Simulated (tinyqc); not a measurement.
The decay curve: photoconductance decay in a wafer: bulk and surface recombination modes, and iron detection by pair splitting. Computed by tinyqc, a small Python program. Command: `OMP_NUM_THREADS=1 python tinyqc.py 3111588 3111589 out.jsonl pcd walk`. One thread of a shared host (Intel(R) Xeon(R) Processor @ 2.30GHz), about 0.01 s of CPU time with the checks.

Both faces of the wafer have the same S; injection is low and all coefficients are constant. x runs from -W/2 to W/2.

Inputs (values chosen for the exercise, modelled on p-type silicon):

| quantity | value | unit |
|---|---|---|
| thickness W | 775 | micrometre |
| diffusivity D | 28.6 | cm^2/s |
| bulk lifetime tau_b without iron | 76 | microsecond |
| surface recombination velocity S | 7400 | cm/s |
| absorption coefficient alpha | 1200 | 1/cm |

Method:
- Even modes cos(a x) obey b tan b = S W/(2 D) with b = a W/2, odd modes sin(a x) obey -b cot b = S W/(2 D); each decays at the rate 1/tau_b + D a^2.
- tau_eff is the decay time of the first mode. The surface time is 1/(D a^2) of that mode; shortcuts for it are W/(2 S), W^2/(pi^2 D) and their sum, whose error is sum/surface time - 1.
- Light from one face makes n(x, 0) proportional to exp(-alpha (x + W/2)). Only even modes carry the thickness average: weight c_n = [sin b/b] int n cos(a x) dx / (int cos^2(a x) dx x mean n), with int exp(-alpha (x + W/2)) cos(a x) dx = [alpha cos b (1 - E) + a sin b (1 + E)]/(alpha^2 + a^2), E = exp(-alpha W), and int cos^2 = W/2 + sin(2 b)/(2 a).
- Mean density = sum_n c_n exp(-t/tau_n) over 60 modes; the local decay time is -1/(d ln n/dt).

W^2/(pi^2 D) = 21.2783 microsecond

tau_eff = 19.2074 microsecond

Decay:

| t / (W^2/(pi^2 D)) | t (microsecond) | mean density/start | local decay time (microsecond) |
|---|---|---|---|
| 0.02 | 0.426 | 0.54187 | 1.433 |
| 0.05 | 1.064 | 0.39692 | 2.786 |
| 0.10 | 2.128 | 0.29817 | 4.802 |
| 0.20 | 4.256 | 0.21469 | 8.417 |
| 0.50 | 10.639 | 0.12810 | 16.286 |
| 1.00 | 21.278 | 0.07151 | 19.083 |
| 2.00 | 42.557 | 0.02359 | 19.207 |

What follows from these numbers?

The local decay time goes from 1.43 to 19.2 microsecond against tau_eff = 19.2. Early on higher modes speed the decay, so a fit must start late.
